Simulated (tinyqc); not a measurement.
# Capacitance measurement on a leaky thin oxide: effects of series resistance and leakage: what changes with what

The device is a capacitance C in parallel with a leakage conductance G, in series with Rs and Ls. An impedance meter reports either a parallel pair (Cp, Gp) from Y = 1/Z = Gp + i w Cp or a series pair (Cs, Rm) from Z = Rm + 1/(i w Cs); w = 2 pi f, dissipation D = Gp/(w |Cp|).

Inputs (values chosen for the exercise); values of the order met in thin-oxide MOS capacitors:
```
symbol,value,unit,meaning
eox,21.4,,relative permittivity of the gate insulator (close to hafnium oxide)
tox,3.6,nm,insulator thickness
A,10000,um^2,gate area
zc,0.46,nm,oxide-equivalent thickness added by the accumulation layer
zp,0,nm,oxide-equivalent thickness added by gate depletion
Jg,3.3,A/cm^2,"gate leakage current density, not matched to the thickness"
Vs,0.44,V,voltage for an e-fold rise of the leakage
Rs,21,ohm,series resistance
Ls,230,nH,series inductance
f,1e5,Hz,measuring frequency
```

Constants: eps0 = 8.8541878128e-14 F/cm where lengths are in cm. Results are converted to the units shown.

Each table varies one quantity; the others keep the values above.

## Readings against frequency

EOT = 3.9 tox/eox; CET = EOT + zc + zp; C = 3.9 eps0 A/CET; G = Jg A/Vs. Z = Rs + i w Ls + 1/(G + i w C); CET read from Cp = 3.9 eps0 A/Cp; errors under 0.001 % are printed as 0.

The same in every row: C (pF) = 309.40.

Results:
```
f (Hz)  Cp (pF)   Cs (pF)        D  error of Cp (%)  error of Cs (%)  CET read from Cp (nm)
1000     299.75  4.6071e7   392.04            -3.12           1.49e7                 1.1520
3000     299.75  5.1193e6   130.68            -3.12           1.65e6                 1.1520
10000    299.75  4.6102e5   39.204            -3.12           1.49e5                 1.1520
30000    299.75     51499   13.069            -3.12           1.65e4                 1.1520
1e5      299.76    4916.7   3.9246            -3.12             1490                 1.1520
1e6      300.06    356.60  0.43410            -3.02             15.3                 1.1508
3e6      302.41    322.81  0.25978            -2.26             4.34                 1.1419
1e7      310.72    431.17  0.62260            0.428             39.4                 1.1113
```

Estimate the missing row, f = 3e5 Hz.

Computed row:
```
f (Hz)  Cp (pF)  Cs (pF)       D  error of Cp (%)  error of Cs (%)  CET read from Cp (nm)
3e5      299.78   821.63  1.3194            -3.11              166                 1.1519
```

With this row back in the table: D goes from 392 through a minimum of 0.260 (at f = 3e6 Hz among the rows listed) to 0.623; without inductance its minimum lies at f = sqrt(G (1 + G Rs)/Rs)/(2 pi C) = 3.10e6 Hz. The error of Cp goes from -3.12 to 0.428 % and that of Cs from 1.49e7 to 39.4 %; at low frequency Cp tends to C/(1 + G Rs)^2 and Cs grows as 1 + (G/(w C))^2. One of the two readings is within 2 % of C for f = 1e7 Hz. At the highest frequencies Ls raises both readings, by about w^2 Ls C in relative terms. For f = 1000, 3000, 10000, 30000, 1e5, 3e5 D exceeds 1, where the accuracy of real meters degrades in proportion to sqrt(1 + D^2).

## Effect of the series resistance

Same model as above.

The same in every row: C (pF) = 309.40; Cs (pF) = 4916.7.

Result of one run:
```
Rs (ohm)  Cp (pF)       D  error of Cp (%)  error of Cs (%)  CET read from Cp (nm)
300        205.63  4.7865            -33.5             1490                 1.6793
```

What becomes of these results when the series resistance Rs is changed from 300 to 10 ohm, all else the same?

Result of the changed run:
```
Rs (ohm)  Cp (pF)       D  error of Cp (%)  error of Cs (%)  CET read from Cp (nm)
10         304.69  3.8906            -1.52             1490                 1.1333
```

The whole series:
```
Rs (ohm)  Cp (pF)       D  error of Cp (%)  error of Cs (%)  CET read from Cp (nm)
1          308.82  3.8628           -0.189             1490                 1.1182
3          307.89  3.8690           -0.487             1490                 1.1215
10         304.69  3.8906            -1.52             1490                 1.1333
30         295.81  3.9524            -4.39             1490                 1.1674
100        267.54  4.1686            -13.5             1490                 1.2907
300        205.63  4.7865            -33.5             1490                 1.6793
1000       99.754  6.9490            -67.8             1490                 3.4616
3000       28.366  13.128            -90.8             1490                 12.174
```

As Rs goes from 1 to 3000, the error of Cp goes from -0.189 to -90.8 %, that of Cs from 1490 to 1490 %, and D rises from 3.86 to 13.1. The CET read from Cp goes from 1.12 to 12.2 nm against the true 1.12 nm. Rs does not enter the imaginary part of Z, so Cs does not depend on it. In every row D exceeds 1, where the accuracy of real meters degrades in proportion to sqrt(1 + D^2).

Numbers from tinyqc (`OMP_NUM_THREADS=1 python tinyqc.py 2022167 2022168 out.jsonl`; about 0.01 s on one thread of a shared Intel Xeon 2.30GHz).
